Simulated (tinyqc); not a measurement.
Dose and depth of a threshold implant.

Inverse problem. A sheet of D acceptors per cm^2 lies at depth xi inside the depleted layer of a body doped Na. In the depletion approximation VT = Vfb + f2 + q D/Cox + gamma sqrt(f2 + Vsb - q D xi/(eps0 eps_r)), gamma = sqrt(2 eps0 eps_r q Na)/Cox, Cox = eps0 eox/tox. Find gamma, D and xi.

Inputs (values chosen for the exercise); band and dielectric values close to those of silicon: relative permittivity eps_r = 11.9; acceptor density deep in the body Na = 1.1e16 cm^-3; relative permittivity of the gate insulator (close to hafnium oxide) eox = 21.6; insulator thickness tox = 11 nm; flat-band voltage Vfb = -0.64 V; band bending 2 phiF at threshold f2 = 0.816 V.

Constants: q = 1.602176634e-19 C, eps0 = 8.8541878128e-14 F/cm where lengths are in cm. Results are converted to the units shown.

VT against the source at Vsb = 0 and 2.9 V (V): 0.29154852  0.33001232

Solution. With y^2 = f2 - q D xi/(eps0 eps_r) and d the difference of the thresholds over gamma, sqrt(y^2 + Vsb) - y = d gives y = (Vsb - d^2)/(2 d). The first threshold then gives D, and y^2 gives xi.

gamma = 0.0351 V^0.5
D = 9.60e11 cm^-2
xi = 15.0 nm

Numbers from tinyqc (`OMP_NUM_THREADS=1 python tinyqc.py 2080088 2080089 out.jsonl`; about 0.3 s on one thread of a shared Intel Xeon 2.30GHz).
